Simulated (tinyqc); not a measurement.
Film thickness from the threshold shift.

Question. Undoped body with a flat potential across it, hard walls, transport along x. One isotropic valley (g = 1, mx = my = mz = me). Non-parabolicity enters the subband edges through E (1 + al E) = gamma, so E = 2 gamma/(1 + sqrt(1 + 4 al gamma)); motion within a subband is taken as parabolic with the band-edge mass. Energies are counted from the bulk band edge. gamma = C (pi k/(t + dl))^2/mz, C = hbar^2/(2 m0). Each subband has N_k = g sqrt(mx my) m0 kB T/(pi hbar^2); without degeneracy n = exp(EF/Vt) sum N_k exp(-E_k/Vt). Classical value Nc times t, Nc = sum over valleys of 2 g (m m0 kB T/(2 pi hbar^2))^1.5 with m = (mx my mz)^(1/3). Threshold shift dVT = Vt ln(classical value/sum N_k exp(-E_k/Vt)). Find t and the lowest subband edge.

Parameters, values chosen for the exercise; masses close to those of In0.53Ga0.47As:
- T = 400 K (temperature)
- me = 0.0411 m0 (mass at the band edge)
- al = 1.2 1/eV (non-parabolicity)
- dl = 0 nm (widening of the box by penetration into the insulator)

Constants: q = 1.602176634e-19 C, kB = 1.380649e-23 J/K, hbar = 1.054571817e-34 J s, m0 = 9.1093837015e-31 kg, Vt = kB T/q, hbar^2/(2 m0) = 0.0380998212 eV nm^2. Results are converted to the units shown.

dVT = 89.083619 mV

Solution. dVT is evaluated for trial values of t with all subbands; between 1.5 and 25 nm one value matches.

t = 8.300 nm
E_1 = 116.5 meV

Numbers from tinyqc (`OMP_NUM_THREADS=1 python tinyqc.py 2350174 2350175 out.jsonl`; about 0.04 s on one thread of a shared Intel Xeon 2.30GHz).
